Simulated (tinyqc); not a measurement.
Spectral response: phonon-assisted absorption at an indirect gap.

alpha(E) = sum_j A_j [N_j (E - Eg + w_j)^2 + (N_j + 1)(E - Eg - w_j)^2], each bracket counted only where its base is positive; N_j = 1/(exp(w_j/kB T) - 1). The first term absorbs a phonon and the second emits one; excitons and direct transitions are left out.

Photodiode (Gaertner form with a dead layer): QE = (1 - R) exp(-alpha xj) [1 - exp(-alpha W)/(1 + alpha L)], R = ((nr - 1)/(nr + 1))^2; responsivity = QE/E in A/W for E in eV.

Constants: kB = 8.617333262e-05 eV/K.

Values chosen for the exercise (loosely those of GaP at room temperature; Eg is not tied to T; not measured data):

| symbol | value | unit | meaning |
|---|---|---|---|
| Eg | 2.24 | eV | indirect gap, held fixed unless listed |
| w | (46.6, 12.6) | meV | two zone-edge phonons |
| A | (4900, 690) | 1/(cm eV^2) | their strengths |
| T | 77 | K |  |
| nr | 3.36 |  | refractive index |
| xj | 0.067 | micrometre | dead layer at the surface |
| W | 7.3 | micrometre | depleted width |
| L | 4.2 | micrometre | minority diffusion length below it |

Response:

| E (eV) | wavelength (nm) | alpha (1/cm) | 1/alpha (micrometre) | dead layer | collected | QE | A/W |
|---|---|---|---|---|---|---|---|
| 2.26 | 549 | 0.193 | 5.18e+04 | 1.000 | 0.000 | 0.000 | 0.000 |
| 2.30 | 539 | 3.39 | 2.95e+03 | 1.000 | 0.004 | 0.003 | 0.001 |
| 2.36 | 525 | 38.0 | 263 | 1.000 | 0.043 | 0.030 | 0.013 |
| 2.44 | 508 | 150 | 66.8 | 0.999 | 0.157 | 0.111 | 0.045 |
| 2.54 | 488 | 394 | 25.4 | 0.997 | 0.357 | 0.252 | 0.099 |
| 2.69 | 461 | 980 | 10.2 | 0.993 | 0.654 | 0.459 | 0.171 |
| 2.89 | 429 | 2.17e+03 | 4.61 | 0.986 | 0.893 | 0.622 | 0.215 |
| 3.14 | 395 | 4.32e+03 | 2.32 | 0.971 | 0.985 | 0.676 | 0.215 |
| 3.44 | 360 | 7.85e+03 | 1.27 | 0.949 | 0.999 | 0.670 | 0.195 |
| 3.84 | 323 | 1.42e+04 | 0.704 | 0.909 | 1.000 | 0.643 | 0.167 |

QE is highest, 0.676, at 3.14 eV of those listed and the responsivity at 3.14 eV; reflection alone caps QE at 0.707. Near the gap weak absorption limits it (collected share 0.000); at the top the dead layer passes 0.909. Far above the gap the quadratic law and a constant index are only rough; in the real crystal direct transitions take over near 2.8 eV, so the rows above that understate alpha.

Run: tinyqc, `OMP_NUM_THREADS=1 python tinyqc.py 1681586 1681587 out.jsonl`; Intel(R) Xeon(R) Processor @ 2.30GHz, one thread, shared host; about 0.01 s of CPU time with all checks.
